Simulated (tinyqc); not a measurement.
Froehlich polaron in a polar crystal. Which input was changed? Computed by tinyqc, a small Python program. Command: `OMP_NUM_THREADS=1 python tinyqc.py 3003703 3003704 out.jsonl frohlich which`. One thread of a shared host (Intel(R) Xeon(R) Processor @ 2.30GHz), about 0.5 s of CPU time with the checks.

One electron in a parabolic band of mass m*, coupled to dispersionless LO phonons in the continuum model. Energies are in units of hbar omega unless marked, wave numbers in k_0 = sqrt(2 m* omega/hbar).

Inputs (values chosen for the exercise, modelled on zinc oxide): band mass m* = 0.272 m_0; LO phonon energy hbar omega = 69.6 meV; eps_inf = 3.65; static dielectric constant eps_s = 8.13; temperature T = 300 K.

Constants: hbar^2/(2 m_0) = 3.80998212 eV angstrom^2; e^2/(4 pi eps_0) = 14.39964548 eV angstrom; k_B = 8.617333262e-05 eV/K; hbar = 6.582119569e-16 eV s; e = 1.602176634e-19 C; m_0 = 9.1093837015e-31 kg.

Method:
- 1/eps* = 1/eps_inf - 1/eps_s; k_0 = sqrt(2 m* omega/hbar) = sqrt(m* hbar omega / (hbar^2/(2 m_0))) with m* in m_0; alpha = (e^2/(4 pi eps_0)) k_0/(2 eps* hbar omega); polaron length 1/k_0.
- Feynman's bound: E(v, w) = 3 (v - w)^2/(4 v) - (alpha v/sqrt(pi)) int_0^infinity e^-u D(u)^(-1/2) du, D = w^2 u + ((v^2 - w^2)/v)(1 - e^(-v u)); integrals by 80 Gauss-Legendre points in s from 0 to 1 with u = 40 s^2.
- Minimise over v > w > 0 (simplex search); mass m_p/m* = 1 + (alpha v^3/(3 sqrt(pi))) int u^2 e^-u D^(-3/2) du.
- Scattering by absorption of an LO phonon: 1/tau = 2 alpha omega n, n = 1/(exp(hbar omega/(k_B T)) - 1); mu = e tau/m*, the weak-coupling result for k_B T well below hbar omega.

Problem. One of these inputs alone was changed, within the range given: band mass m* (0.136 to 0.544); eps_inf (1.825 to 7.3); static dielectric constant eps_s (4.065 to 16.26); temperature T (150 to 600). Which one, and to what value?

Results:
```
run     mobility (cm^2/(V s))  polaron length 1/k_0 (angstrom)  polaron energy, Feynman (meV)
before               382.3096                         14.18641                      -77.72582
after                823.2690                         14.18641                      -77.72582
```

Solution.

Each candidate set to reproduce mobility, and what it then gives:
```
candidate                         range searched  value needed  polaron length 1/k_0 (angstrom)  polaron energy, Feynman (meV)
band mass m* (m_0)                0.136 to 0.544        0.1631                           18.320                        -59.987
eps_inf                             1.825 to 7.3         5.178                           14.186                        -35.812
static dielectric constant eps_s  4.065 to 16.26         4.905                           14.186                        -35.812
temperature T (K)                     150 to 600         236.0                           14.186                        -77.726
```

Only temperature T fits every result: it went from 300 to 236 K. The next best candidate, band mass m*, misses one result by 29 %.

Caution: this mobility formula holds for weak coupling and k_B T well below hbar omega, and it leaves out all other scattering.
